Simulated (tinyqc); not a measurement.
# Worked calculation: drifting, spreading and decaying minority pulse (Haynes-Shockley), Crank-Nicolson time steps

Computed by the program tinyqc: `OMP_NUM_THREADS=1 python tinyqc.py 2310119 2310120 out.jsonl`, one thread of a shared Intel Xeon 2.30GHz, about 0.01 s for the whole run. Printed values are rounded.

Low injection in a uniform field: dn/dt = D d2n/dx2 - v dn/dx - n/tau with D = mu Vt and v = mu F towards +x. Exact solution on an infinite bar for a Gaussian start at x0: n = N0 exp(-t/tau) exp(-(x - x0 - v t)^2/(2 s^2))/sqrt(2 pi s^2), s^2 = s0^2 + 2 D t.

Values chosen for this exercise; mobility that of a made-up semiconductor:

| symbol | value | unit | meaning |
|---|---|---|---|
| T | 350 | K | temperature |
| mu | 4200 | cm^2/(V s) | minority-carrier mobility |
| F | 2.9 | V/cm | sweep field along the drift |
| hx | 180 | um | mesh step |
| tau | 3.6e-5 | s | lifetime |
| N0 | 3e9 | cm^-2 | injected sheet density |
| dt | 1.3e-6 | s | time step |
| s0 | 180 | um | initial width (standard deviation) |

Constants: q = 1.602176634e-19 C, kB = 1.380649e-23 J/K, Vt = kB T/q. Results are converted to the units shown.

## Coefficients of the scheme

Exponentially fitted fluxes: d = F hx/Vt, B(d) = d/(exp(d) - 1), k = D dt/hx^2; (L n)_i = a n_(i-1) + b n_i + c n_(i+1) with a = k B(-d), c = k B(d), b = -a - c - dt/tau. Explicit steps keep n positive for dt up to 1/[(D/hx^2)(B(d) + B(-d)) + 1/tau].

D = 126.675 cm^2/s
v = 12180 cm/s
d = 1.73073
a = 1.06905
b = -1.29455
c = 0.189388
positivity limit of dt = 1.00421e-6 s

dt is 1.3 times the explicit limit. On this mesh the fitted flux acts like a diffusion coefficient (d/2) coth(d/2) D = 1.24 D for a travelling pulse, before the error of the time steps.

## Initial pulse

Nodes x_i = i hx, i = 1 to 11, n = 0 at nodes 0 and 12; the Gaussian at t = 0 with x0 = 4 hx.

n at t = 0, node 1 to 11 (in units of 1e10 cm^-3): [0.07386, 0.89985, 4.03285, 6.64904, 4.03285, 0.89985, 0.07386, 0.00223, 0.00002, 0.00000, 0.00000]

## Step 1: densities after a time step

(L n)_i = a n_(i-1) + b n_i + c n_(i+1), n = 0 beyond the ends. Crank-Nicolson step: solve n(new) - L n(new)/2 = n + L n/2.

n at t = 1 dt, node 1 to 11 (in units of 1e10 cm^-3): [0.10167, 0.59368, 1.95207, 3.85623, 4.49897, 3.04139, 1.32140, 0.46206, 0.15358, 0.05079, 0.01648]

## Step 2: densities after a time step

As before.

n at t = 2 dt, node 1 to 11 (in units of 1e10 cm^-3): [0.07655, 0.35918, 1.07869, 2.25854, 3.31819, 3.40642, 2.48104, 1.37895, 0.64922, 0.27867, 0.11044]

## Course in time

The same steps, now on nodes 1 to 60 (n = 0 at nodes 0 and 61), for 24 steps; centre = sum x n/sum n. Deviations are from the exact pulse, as a share of its largest value on the nodes; a run counts as stable if they stay under 100 %.

Course of the iteration:
```
step  hx sum n (cm^-2)  centre (um)  most negative n (cm^-3), 0 if none  largest deviation (% of the peak)
1            2.89026e9      879.304                                   0                               5.93
2            2.78475e9      1038.72                                   0                               7.81
3            2.68387e9      1198.00                                   0                               8.57
4            2.58733e9      1357.05                                   0                               8.91
5            2.49474e9      1515.91                                   0                               8.92
6            2.40576e9      1674.63                                   0                               8.84
7            2.32012e9      1833.25                                   0                               8.85
8            2.23765e9      1991.79                                   0                               9.10
9            2.15817e9      2150.29                                   0                               9.27
...                ...          ...                                 ...                                ...
16           1.67593e9      3259.24                                   0                               9.45
17           1.61648e9      3417.64                                   0                               9.53
18           1.55914e9      3576.03                                   0                               9.58
19           1.50384e9      3734.42                                   0                               9.62
20           1.45050e9      3892.82                                   0                               9.64
21           1.39905e9      4051.21                                   0                               9.63
22           1.34942e9      4209.60                                   0                               9.58
23           1.30156e9      4368.00                                   0                               9.53
24           1.25539e9      4526.39                                   0                               9.59
```

The run is stable. After 24 steps the deviation is 9.6 % of the peak. From step 1 to the last the centre has moved at 1.00 v and the content is 0.45 % below N0 exp(-t/tau). On an endless mesh these steps would give a speed of 1.00 v and a content of 1.00 times the exact one, from dt/tau = 0.0361 alone; the rest comes from the absorbing ends.
